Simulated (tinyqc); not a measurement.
What moves the results: Slater-Koster d bands of an fcc metal. A value that a table varies takes the place of the one given here.

Slater-Koster d bands. For a bond with direction cosines (l, m, n) the 5 x 5 block is dds Ps + ddp Pp + ddd (1 - Ps - Pp), the projectors on sigma, pi and delta states about the bond; for instance <xy|xy> = 3 l^2 m^2 dds + (l^2 + m^2 - 4 l^2 m^2) ddp + (n^2 + l^2 m^2) ddd, <xy|yz> = 3 l m^2 n dds + l n (1 - 4 m^2) ddp + l n (m^2 - 1) ddd and <3z2-r2|3z2-r2> = (n^2 - (l^2 + m^2)/2)^2 dds + 3 n^2 (l^2 + m^2) ddp + (3/4)(l^2 + m^2)^2 ddd. H(k) sums the blocks times cos(k.R) over the neighbours; the d level is the zero of energy; k in 2 pi/a.

Neighbours: twelve at (a/2)(1,1,0) and equivalents.

Mesh: k = f1 b1 + f2 b2 + f3 b3 with fractions (j + 1/2)/N, j = 0 to N - 1, and b = (-1,1,1), (1,-1,1), (1,1,-1) for fcc, (0,1,1), (1,0,1), (1,1,0) for bcc, unit vectors for simple cubic. The lowest Nd/10 of all levels are filled with two electrons each; the bond energy is their sum per atom.

Inputs chosen for the exercise (of the size met in Ir; shifted at random, so the results belong to these values and not to a real crystal): dds = -1.115 eV (dd sigma); ddp = 0.491 eV (dd pi); ddd = -0.1 eV (dd delta); N = 8 (mesh); f2 = 0.487 (factor for second neighbours in bcc).

## Band filling: full bands against the rectangular model

W = sqrt(12 mu2) with mu2 the mean square level on the mesh; rectangular model: Fermi level W (Nd/10 - 1/2), bond energy -W Nd (10 - Nd)/20. The Fermi level of the mesh is the highest filled level.

Per atom (eV):

| Nd | EF, bands | bond energy, bands | EF, rectangle | bond energy, rectangle |
|---|---|---|---|---|
| 1 | -2.535 | -3.287 | -2.836 | -3.190 |
| 2 | -2.091 | -5.573 | -2.127 | -5.672 |
| 3 | -1.492 | -7.319 | -1.418 | -7.444 |
| 4 | -0.981 | -8.583 | -0.709 | -8.508 |
| 5 | 0.094 | -9.027 | 0.000 | -8.862 |
| 6 | 0.982 | -8.573 | 0.709 | -8.508 |
| 7 | 1.499 | -7.309 | 1.418 | -7.444 |
| 8 | 2.184 | -5.471 | 2.127 | -5.672 |
| 9 | 2.750 | -3.017 | 2.836 | -3.190 |

W = 7.090 eV
full width on the mesh = 8.198 eV

The bond energy is deepest at Nd = 5 (-9.027 eV); the rectangle has its minimum at 5. The two differ most at Nd = 8, by 0.201 eV or 2 % of the deepest value: the second moment fixes the parabola, and higher moments the rest. At Nd = 3 and 7 the bands give -7.319 and -7.309 eV, nearly symmetric.

## Which lattice a d-band metal prefers

fcc has twelve neighbours, bcc eight and six (the six times f2), simple cubic six. The integrals of bcc and sc are scaled so that all three have the second moment of fcc, which stands for equal repulsion (structural energy difference theorem). s and p electrons are left out.

Bond energy per atom:

| Nd | fcc (eV) | bcc - fcc (meV) | sc - fcc (meV) |
|---|---|---|---|
| 1 | -3.287 | 172 | -319 |
| 2 | -5.573 | -3 | -168 |
| 3 | -7.319 | -298 | 100 |
| 4 | -8.583 | -373 | 625 |
| 5 | -9.027 | 57 | 895 |
| 6 | -8.573 | 455 | 615 |
| 7 | -7.309 | 391 | 90 |
| 8 | -5.471 | 85 | -270 |
| 9 | -3.017 | -216 | -588 |

scale factors: bcc 1.1285, sc 1.4142

mu3/mu2^1.5: fcc -0.084, bcc -0.078, sc 0.000

mu4/mu2^2: fcc 1.812, bcc 1.760, sc 2.683

largest change of a difference when N is raised to 14 = 58 meV

fcc is lowest for Nd = 5, 6 and 7. bcc is lowest for Nd = 3 and 4. sc is lowest for Nd = 1, 2, 8 and 9. bcc gains most on fcc at Nd = 4 (-373 meV). A small fourth moment marks a two-peaked band, which tends to favour fillings near one half; bcc has -3 % against fcc, and at Nd = 5 it lies +57 meV from fcc, which the fourth moment alone does not explain (differences of a few tens of meV are within the error of the mesh; hcp is left out, and this d-only model can miss the lattice of the real metal). The third moments, from three-membered rings, skew the bands. That simple cubic wins anywhere comes from keeping d bands and equal second moments alone; no transition metal takes it. Differences below about 58 meV are within the error of this mesh, and the s and p electrons left out weigh most where the d band is nearly empty or full.

## What each integral does

Levels at Gamma, E(t2g) = 3 dds + 4 ddp + 5 ddd, E(eg) = 1.5 dds + 6 ddp + 4.5 ddd, and W = sqrt(12 mu2), the width of a rectangular band with the same second moment mu2 = z (dds^2 + 2 ddp^2 + 2 ddd^2)/5, z = 12. Each row changes one parameter from the base and keeps the others.

Results:

| case | t2g (eV) | eg (eV) | W (eV) |
|---|---|---|---|
| base | -1.8810 | 0.8235 | 7.0899 |
| dds = -1.2822 eV | -2.3826 | 0.5727 | 7.8620 |
| ddp = 0.4173 eV | -2.1758 | 0.3813 | 6.8126 |
| ddd = -0.115 eV | -1.9560 | 0.7560 | 7.1030 |

The largest shifts from the base row, up to three for each result and ties (the steps differ in size, so this ranks the rows, not the parameters). t2g (eV): dds -0.5016, ddp -0.2948, ddd -0.0750. eg (eV): ddp -0.4422, dds -0.2508, ddd -0.0675. W (eV): dds +0.7720, ddp -0.2773, ddd +0.0131. The ratio of the shifts of t2g and eg names the integral: 3 : 1.5 for dds, 4 : 6 for ddp, 5 : 4.5 for ddd.

Run: tinyqc, `OMP_NUM_THREADS=1 python tinyqc.py 1482658 1482659 out.jsonl`; Intel(R) Xeon(R) Processor @ 2.30GHz, one thread, shared host; about 0.07 s of CPU time with all checks.
